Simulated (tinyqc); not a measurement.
Schottky diode by thermionic emission with image-force lowering and series resistance: one step of the calculation.

Metal on an n-type semiconductor with one parabolic valley; V > 0 is forward bias (metal positive). I = I0 [exp(Vj/(n Vt)) - 1] with Vj = V - I Rs; I0 = S A* T^2 exp(-(phi - dphi)/Vt), the lowering dphi taken at zero bias.

Problem. Junction voltage. Fixed-point step: I = (V - Vj)/Rs, then Vj(new) = n Vt ln(1 + I/I0).

Values chosen for this exercise; band and dielectric values close to those of gallium nitride:
- T = 250 K (temperature)
- n = 1.18 (ideality factor)
- Rs = 50 ohm (series resistance)
- V = 0.59 V (applied bias)

Constants: q = 1.602176634e-19 C, kB = 1.380649e-23 J/K, Vt = kB T/q. Results are converted to the units shown.

I0 = 1.2419744e-6 A
Vj at the start = 0.26 V

Find: Vj after iteration 1.

Solution.

Vj after iteration 1 = 0.2181 V

Program tinyqc, `OMP_NUM_THREADS=1 python tinyqc.py 2640141 2640142 out.jsonl`; Intel Xeon 2.30GHz, shared host, one thread, about 0.01 s.
